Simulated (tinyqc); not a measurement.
## Insulator thickness and V0 from two charges

Inverse problem. In an undoped wire Vg - V0 = Q/Cox + Vt ln(Q/Q0) + Vt ln(1 + Q/Q0) at the source, with Q0 = 4 eps0 eps_r Vt/R and Cox = eps0 eox/(R ln(1 + tox/R)). Find Cox, tox and V0.

Inputs (values chosen for the exercise); material values close to those of gallium arsenide: temperature T = 325 K; relative permittivity of the semiconductor eps_r = 12.8; relative permittivity of the gate insulator eox = 25.7; wire radius R = 3 nm.

Constants: q = 1.602176634e-19 C, kB = 1.380649e-23 J/K, Vt = kB T/q, eps0 = 8.8541878128e-14 F/cm where lengths are in cm. Results are converted to the units shown.

Qs at Vg = 1.11 and 1.51 V (nC/cm^2): [1164.9050, 2906.3246]

Solution. The two equations are linear in 1/Cox and V0; tox follows by inverting the logarithm.

Cox = 4.92 uF/cm^2
tox = 11.0 nm
V0 = 0.808 V

Computed by the program tinyqc: `OMP_NUM_THREADS=1 python tinyqc.py 2460086 2460087 out.jsonl`, one thread of a shared Intel Xeon 2.30GHz, about 0.02 s for the whole run.
